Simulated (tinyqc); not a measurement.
UKS/PBE0 in the sto-3g basis, for Be+, spin multiplicity 2, step by step. One step of it, computed by the program tinyqc.

Problem. Iteration 1: building the Kohn-Sham matrix. J_ij = sum D_kl (ij|kl) with D = D(alpha) + D(beta), K_ij = sum D_kl (ik|jl) for each spin; F = H + J - 0.25 K(s) + V_xc; E = tr D H + tr D J / 2 - 0.125 sum_s tr D(s) K(s) + E_xc + E_nn.

D(alpha) at the start:
```
            1Be 1s     1Be 2s   1Be 2px   1Be 2py   1Be 2pz
1Be 1s    1.072213  -0.278258  0.000000  0.000000  0.000000
1Be 2s   -0.278258   1.072213  0.000000  0.000000  0.000000
1Be 2px   0.000000   0.000000  0.000000  0.000000  0.000000
1Be 2py   0.000000   0.000000  0.000000  0.000000  0.000000
1Be 2pz   0.000000   0.000000  0.000000  0.000000  0.000000
```

D(beta) at the start:
```
            1Be 1s     1Be 2s   1Be 2px   1Be 2py   1Be 2pz
1Be 1s    1.009623  -0.019247  0.000000  0.000000  0.000000
1Be 2s   -0.019247   0.000367  0.000000  0.000000  0.000000
1Be 2px   0.000000   0.000000  0.000000  0.000000  0.000000
1Be 2py   0.000000   0.000000  0.000000  0.000000  0.000000
1Be 2pz   0.000000   0.000000  0.000000  0.000000  0.000000
```

core Hamiltonian H = T + V (hartree):
```
            1Be 1s     1Be 2s    1Be 2px    1Be 2py    1Be 2pz
1Be 1s   -7.867117  -1.932258   0.000000   0.000000   0.000000
1Be 2s   -1.932258  -2.102157   0.000000   0.000000   0.000000
1Be 2px   0.000000   0.000000  -1.634157   0.000000   0.000000
1Be 2py   0.000000   0.000000   0.000000  -1.634157   0.000000
1Be 2pz   0.000000   0.000000   0.000000   0.000000  -1.634157
```

Two-electron integrals (ij|kl) in chemists' order, unique and non-zero (hartree):
```
(11|11) 2.298831   (21|11) 0.392036   (21|21) 0.079539   (22|11) 0.570988
(22|21) 0.143041   (22|22) 0.417683   (31|31) 0.014607   (32|31) 0.021888
(32|32) 0.092265   (33|11) 0.569578   (33|21) 0.143083   (33|22) 0.417589
(33|33) 0.449859   (41|41) 0.014607   (42|41) 0.021888   (42|42) 0.092265
(43|43) 0.024249   (44|11) 0.569578   (44|21) 0.143083   (44|22) 0.417589
(44|33) 0.401360   (44|44) 0.449859   (51|51) 0.014607   (52|51) 0.021888
(52|52) 0.092265   (53|53) 0.024249   (54|54) 0.024249   (55|11) 0.569578
(55|21) 0.143083   (55|22) 0.417589   (55|33) 0.401360   (55|44) 0.401360
(55|55) 0.449859
```

nuclear repulsion = 0 hartree

V_xc(alpha) (hartree):
```
            1Be 1s     1Be 2s    1Be 2px    1Be 2py    1Be 2pz
1Be 1s   -1.145256  -0.160984   0.000000   0.000000   0.000000
1Be 2s   -0.160984  -0.217610   0.000000   0.000000   0.000000
1Be 2px   0.000000   0.000000  -0.215552   0.000000   0.000000
1Be 2py   0.000000   0.000000   0.000000  -0.215552   0.000000
1Be 2pz   0.000000   0.000000   0.000000   0.000000  -0.215552
```

V_xc(beta) (hartree):
```
            1Be 1s     1Be 2s    1Be 2px    1Be 2py    1Be 2pz
1Be 1s   -1.132187  -0.152408   0.000000   0.000000   0.000000
1Be 2s   -0.152408  -0.020103   0.000000   0.000000   0.000000
1Be 2px   0.000000   0.000000  -0.022866   0.000000   0.000000
1Be 2py   0.000000   0.000000   0.000000  -0.022866   0.000000
1Be 2pz   0.000000   0.000000   0.000000   0.000000  -0.022866
```

E_xc = sum of w rho eps_xc = -1.96427254 hartree

Give: Coulomb J; exchange K(alpha); exchange K(beta); F(alpha); F(beta); total energy of this density.

Solution.

Coulomb J (hartree):
```
         1Be 1s  1Be 2s  1Be 2px  1Be 2py  1Be 2pz
1Be 1s   5.1650  0.9223   0.0000   0.0000   0.0000
1Be 2s   0.9223  1.5516   0.0000   0.0000   0.0000
1Be 2px  0.0000  0.0000   1.5485   0.0000   0.0000
1Be 2py  0.0000  0.0000   0.0000   1.5485   0.0000
1Be 2pz  0.0000  0.0000   0.0000   0.0000   1.5485
```

exchange K(alpha) (hartree):
```
         1Be 1s  1Be 2s  1Be 2px  1Be 2py  1Be 2pz
1Be 1s   2.3319  0.3927   0.0000   0.0000   0.0000
1Be 2s   0.3927  0.4535   0.0000   0.0000   0.0000
1Be 2px  0.0000  0.0000   0.1024   0.0000   0.0000
1Be 2py  0.0000  0.0000   0.0000   0.1024   0.0000
1Be 2pz  0.0000  0.0000   0.0000   0.0000   0.1024
```

exchange K(beta) (hartree):
```
         1Be 1s  1Be 2s  1Be 2px  1Be 2py  1Be 2pz
1Be 1s   2.3059  0.3833   0.0000   0.0000   0.0000
1Be 2s   0.3833  0.0750   0.0000   0.0000   0.0000
1Be 2px  0.0000  0.0000   0.0139   0.0000   0.0000
1Be 2py  0.0000  0.0000   0.0000   0.0139   0.0000
1Be 2pz  0.0000  0.0000   0.0000   0.0000   0.0139
```

F(alpha) (hartree):
```
          1Be 1s   1Be 2s  1Be 2px  1Be 2py  1Be 2pz
1Be 1s   -4.4304  -1.2692   0.0000   0.0000   0.0000
1Be 2s   -1.2692  -0.8816   0.0000   0.0000   0.0000
1Be 2px   0.0000   0.0000  -0.3268   0.0000   0.0000
1Be 2py   0.0000   0.0000   0.0000  -0.3268   0.0000
1Be 2pz   0.0000   0.0000   0.0000   0.0000  -0.3268
```

F(beta) (hartree):
```
          1Be 1s   1Be 2s  1Be 2px  1Be 2py  1Be 2pz
1Be 1s   -4.4108  -1.2582   0.0000   0.0000   0.0000
1Be 2s   -1.2582  -0.5894   0.0000   0.0000   0.0000
1Be 2px   0.0000   0.0000  -0.1120   0.0000   0.0000
1Be 2py   0.0000   0.0000   0.0000  -0.1120   0.0000
1Be 2pz   0.0000   0.0000   0.0000   0.0000  -0.1120
```

total energy of this density = -14.148494 hartree
